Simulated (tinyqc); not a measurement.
Inside a calculation. Method: RHF in the 3-21g basis, for He, spin multiplicity 1. Computed by tinyqc, a small Python program that keeps every step (integrals from PySCF). Settings: charge = 0, multiplicity = 1, basis = 3-21g, energy threshold = 1e-08, iteration cap = 70, orthogonalisation = symmetric, start = random, DIIS depth = 0, method = RHF. Command: `OMP_NUM_THREADS=1 python tinyqc.py 28940 28941 out.jsonl` (the two numbers bound the seeds that draw the settings). One thread of a shared host (Intel(R) Xeon(R) Processor @ 2.60GHz), about 0.03 s of CPU time with the checks. Later iterations appear only in the table of the cycle.

## One-electron integrals

Geometry (angstrom):
```
atom,x,y,z
He,0.0000,0.0000,0.0000
```

Basis 3-21g: exponents (1/bohr^2) and contraction coefficients of normalised primitives:
```
element,l (shell),exponent,coefficient
He,s (1),13.6267,0.1752
He,s (1),1.9993,0.8935
He,s (2),0.3830,1.0000
```

Overlap, kinetic and nuclear-attraction integrals over the contracted functions; the nuclear repulsion is the sum of Za Zb / Rab.

nuclear repulsion = 0 hartree

overlap S:
```
,1He 1s,1He 2s
1He 1s,1.0000,0.5952
1He 2s,0.5952,1.0000
```

kinetic energy T (hartree):
```
,1He 1s,1He 2s
1He 1s,3.9161,0.5789
1He 2s,0.5789,0.5745
```

nuclear attraction V (hartree):
```
,1He 1s,1He 2s
1He 1s,-5.4897,-2.2353
1He 2s,-2.2353,-1.9751
```

core Hamiltonian H = T + V (hartree):
```
,1He 1s,1He 2s
1He 1s,-1.5736,-1.6563
1He 2s,-1.6563,-1.4006
```

## Two-electron integrals

Functions are numbered as in S; the eight-fold symmetry (ij|kl) = (ji|kl) = (kl|ij) leaves the list below.

Two-electron integrals (ij|kl) in chemists' order, unique and non-zero (hartree):
```
i,j,k,l,(ij|kl)
1,1,1,1,1.8033
2,1,1,1,0.8765
2,1,2,1,0.4521
2,2,1,1,0.9170
2,2,2,1,0.5147
2,2,2,2,0.6983
```

## Orthogonalisation

S = U s U^T; symmetric (Loewdin) form X = U s^(-1/2) U^T, so that X^T S X = 1.

eigenvalues of S: 0.4048  1.5952

X:
```
,1He 1s,1He 2s
1He 1s,1.1818,-0.3900
1He 2s,-0.3900,1.1818
```

## Starting guess

The start is random orthonormal orbitals; D = 2 C_occ C_occ^T.

D at the start:
```
,1He 1s,1He 2s
1He 1s,1.8517,-2.3226
1He 2s,-2.3226,2.9131
```

## Iteration 1: building the Fock matrix

J_ij = sum D_kl (ij|kl), K_ij = sum D_kl (ik|jl); F = H + J - 0.5 K; E = tr D H + tr D J / 2 - 0.25 tr D K + E_nn.

Coulomb J (hartree):
```
,1He 1s,1He 2s
1He 1s,1.9390,1.0224
1He 2s,1.0224,1.3416
```

exchange K (hartree):
```
,1He 1s,1He 2s
1He 1s,0.5846,-0.0574
1He 2s,-0.0574,0.4807
```

Fock matrix F (hartree):
```
,1He 1s,1He 2s
1He 1s,0.0731,-0.6052
1He 2s,-0.6052,-0.2994
```

total energy of this density = 1.387248 hartree

## Iteration 1: diagonalisation and new density

Diagonalise F' = X^T F X, C = X C', fill 1 alpha and 1 beta electrons from the bottom; D = 2 C_occ C_occ^T. Each column has its largest component positive (the first on a tie).

F' = X^T F X (hartree):
```
,1,2
1,0.6145,-0.8330
2,-0.8330,0.1509
```

orbital energies (hartree): MO1 -0.4820, MO2 1.2473

coefficients C:
```
,MO1,MO2
1He 1s,0.4044,1.1769
1He 2s,0.7051,-1.0255
```

D after iteration 1:
```
,1He 1s,1He 2s
1He 1s,0.3270,0.5702
1He 2s,0.5702,0.9942
```

## Iteration 2: building the Fock matrix

As before.

Coulomb J (hartree):
```
,1He 1s,1He 2s
1He 1s,2.5009,1.3139
1He 2s,1.3139,1.5811
```

exchange K (hartree):
```
,1He 1s,1He 2s
1He 1s,2.0387,1.5790
1He 2s,1.5790,1.4290
```

Fock matrix F (hartree):
```
,1He 1s,1He 2s
1He 1s,-0.0920,-1.1320
1He 2s,-1.1320,-0.5341
```

total energy of this density = -2.823953 hartree

## Iteration 2: diagonalisation and new density

As before.

F' = X^T F X (hartree):
```
,1,2
1,0.8337,-1.4645
2,-1.4645,0.2836
```

orbital energies (hartree): MO1 -0.9314, MO2 2.0487

coefficients C:
```
,MO1,MO2
1He 1s,0.4544,1.1585
1He 2s,0.6605,-1.0547
```

D after iteration 2:
```
,1He 1s,1He 2s
1He 1s,0.4130,0.6003
1He 2s,0.6003,0.8725
```

## Iteration 3: building the Fock matrix

As before.

Coulomb J (hartree):
```
,1He 1s,1He 2s
1He 1s,2.5970,1.3537
1He 2s,1.3537,1.6058
```

exchange K (hartree):
```
,1He 1s,1He 2s
1He 1s,2.1914,1.6328
1He 2s,1.6328,1.4138
```

Fock matrix F (hartree):
```
,1He 1s,1He 2s
1He 1s,-0.0722,-1.1190
1He 2s,-1.1190,-0.5017
```

total energy of this density = -2.835629 hartree

## Iteration 3: diagonalisation and new density

As before.

F' = X^T F X (hartree):
```
,1,2
1,0.8543,-1.4684
2,-1.4684,0.3198
```

orbital energies (hartree): MO1 -0.9055, MO2 2.0796

coefficients C:
```
,MO1,MO2
1He 1s,0.4577,1.1572
1He 2s,0.6575,-1.0566
```

D after iteration 3:
```
,1He 1s,1He 2s
1He 1s,0.4190,0.6018
1He 2s,0.6018,0.8646
```

## Iteration 6 (converged): orbitals

converged F (hartree):
```
,1He 1s,1He 2s
1He 1s,-0.0708,-1.1180
1He 2s,-1.1180,-0.4994
```

As before.

F' = X^T F X (hartree):
```
,1,2
1,0.8557,-1.4686
2,-1.4686,0.3224
```

orbital energies (hartree): MO1 -0.9036, MO2 2.0817

coefficients C:
```
,MO1,MO2
1He 1s,0.4579,1.1571
1He 2s,0.6573,-1.0567
```

D after iteration 6:
```
,1He 1s,1He 2s
1He 1s,0.4194,0.6020
1He 2s,0.6020,0.8640
```

## Convergence

Stop when the energy changes by less than 1e-08 hartree and every element of the error matrix X^T (F D S - S D F) X is below 3e-05.

Course of the cycle:
```
iteration,E (hartree),change,largest element of the error matrix
1,1.387248,-,1.13e+00
2,-2.823953,-4.21e+00,2.55e-01
3,-2.835629,-1.17e-02,1.69e-02
4,-2.835680,-5.11e-05,1.11e-03
5,-2.835680,-2.20e-07,7.30e-05
6,-2.835680,-9.50e-10,4.79e-06
```

PySCF RHF in the same basis = -2.835680 hartree

Converged in 6 iterations.

## Populations

Mulliken: Z minus the diagonal of D S on the atom; Loewdin: the same with S^(1/2) D S^(1/2).

Charges (e):
```
atom,Mulliken,Loewdin
1He,0,0
```
